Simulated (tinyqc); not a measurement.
Hubbard ring of 5 sites, step by step. Computed by tinyqc, a small Python program that keeps every step. Settings: hopping = 0.97, U = 6.1, mixing = 0.2, iteration cap = 61. Command: `OMP_NUM_THREADS=1 python tinyqc.py 27481 27482 out.jsonl` (the two numbers bound the seeds that draw the settings). One thread of a shared host (Intel(R) Xeon(R) Processor @ 2.60GHz), about 0.2 s of CPU time with the checks. Later iterations appear only in the table of the cycle.

## Mean-field iteration 1

one-body matrix (hopping and site energies) (eV), lower triangle:
```
         1        2        3        4       5
1  -0.5400
2  -0.9700  -0.2700
3   0.0000  -0.9700  -0.8700
4   0.0000   0.0000  -0.9700   0.7800
5  -0.9700   0.0000   0.0000  -0.9700  0.9700
```

U = 6.1000 eV

electrons, up and down: 1  1

mixing = 0.2000

n(up) at the start (a guess, not normalised): 1 0.6500, 2 0.0000, 3 0.6500, 4 0.0000, 5 0.6500

n(down) at the start (a guess): 1 0.0000, 2 0.6500, 3 0.0000, 4 0.6500, 5 0.0000

H(up) = T + U n(down), H(down) = T + U n(up); fill the lowest levels; n(new) = n + mixing (n(out) - n); E = tr T (rho up + rho down) + U sum n_up n_down of the output.

levels, up (eV): -1.4311  -0.9698  1.1637  4.0894  5.1479

levels, down (eV): -0.8088  0.3491  3.0127  3.8091  5.6029

energy = -2.4620 eV

n(up) after iteration 1: 1 0.5904, 2 0.0118, 3 0.6147, 4 0.0048, 5 0.5383

n(down) after iteration 1: 1 0.0101, 2 0.6840, 3 0.0155, 4 0.5293, 5 0.0011

## Mean-field iteration 2

As before.

levels, up (eV): -1.3736  -0.9014  1.1393  4.2427  4.5270

levels, down (eV): -0.7923  0.3423  2.6269  3.6126  5.0166

energy = -2.5445 eV

n(up) after iteration 2: 1 0.5449, 2 0.0203, 3 0.5811, 4 0.0102, 5 0.4514

n(down) after iteration 2: 1 0.0202, 2 0.7046, 3 0.0300, 4 0.4345, 5 0.0026

## Mean-field iteration 3

As before.

levels, up (eV): -1.3256  -0.8358  1.1113  3.9456  4.4456

levels, down (eV): -0.7928  0.3369  2.3120  3.4450  4.5777

energy = -2.6129 eV

n(up) after iteration 3: 1 0.5090, 2 0.0266, 3 0.5503, 4 0.0164, 5 0.3841

n(down) after iteration 3: 1 0.0303, 2 0.7147, 3 0.0437, 4 0.3603, 5 0.0046

## Convergence

Each step fills the lowest levels of T + U n(other spin) and sets n(new) = n + mixing (n(out) - n); stop when output and input agree to 1e-8.

Course of the cycle:
```
iteration     E (eV)  largest |n(out) - n(in)|  mean |n_up - n_down|
1          -2.461997                  6.04e-01                0.3134
2          -2.544471                  4.74e-01                0.3024
3          -2.612875                  3.71e-01                0.2903
4          -2.669125                  2.91e-01                0.2776
5          -2.714878                  2.29e-01                0.2647
6          -2.751814                  1.81e-01                0.2521
7          -2.781619                  1.45e-01                0.2440
8          -2.805841                  1.17e-01                0.2377
9          -2.825803                  9.55e-02                0.2324
10         -2.842588                  7.91e-02                0.2279
11         -2.857088                  7.60e-02                0.2241
...              ...                       ...                   ...
51         -3.374047                  1.55e-02                0.3328
52         -3.374264                  1.43e-02                0.3324
53         -3.374452                  1.32e-02                0.3320
54         -3.374616                  1.21e-02                0.3317
55         -3.374757                  1.12e-02                0.3313
56         -3.374881                  1.04e-02                0.3310
57         -3.374988                  9.59e-03                0.3307
58         -3.375081                  8.88e-03                0.3304
59         -3.375162                  8.23e-03                0.3301
60         -3.375232                  7.63e-03                0.3298
61         -3.375294                  7.08e-03                0.3296
```

Not converged within 61 iterations: the residual falls steadily but slowly, by a factor of about 0.92 a step. The lowest mean-field energy found from random starts is -3.37571 eV. Reruns (cap 100 unless said): mixing 0.5: converged in 99 (E = -3.37571); mixing 0.9: converged in 51 (E = -3.37571); the original settings with a cap of 400: converged in 261 (E = -3.37571).

## Exact diagonalisation (25 states)

Lowest levels of the sector, and the double occupancy of the lowest state.

lowest levels (eV): -3.7136  -3.1945  -2.3281  -1.8222  -1.6671  -1.1776

double occupancy per site = 0.0067

## The lowest level by Lanczos steps

From a random start vector (not printed): a_j = <q_j|H|q_j>, b_j = norm of the remainder after orthogonalising; the Ritz value is the lowest eigenvalue of the tridiagonal matrix of a and b so far.

Lanczos:
```
j   a_j (eV)  b_j (eV)  lowest Ritz value (eV)
1     0.0804    3.0803                0.080370
2     1.6726    4.1600               -2.304991
3     3.6309    2.8452               -3.454246
4     3.7467    2.2384               -3.658273
5     1.3970    2.9712               -3.692970
6     3.1824    3.1591               -3.707091
7     4.4790    2.4706               -3.711711
8     1.2657    1.8853               -3.712852
9    -0.0370    2.2199               -3.713217
10    1.7375    2.4413               -3.713392
```
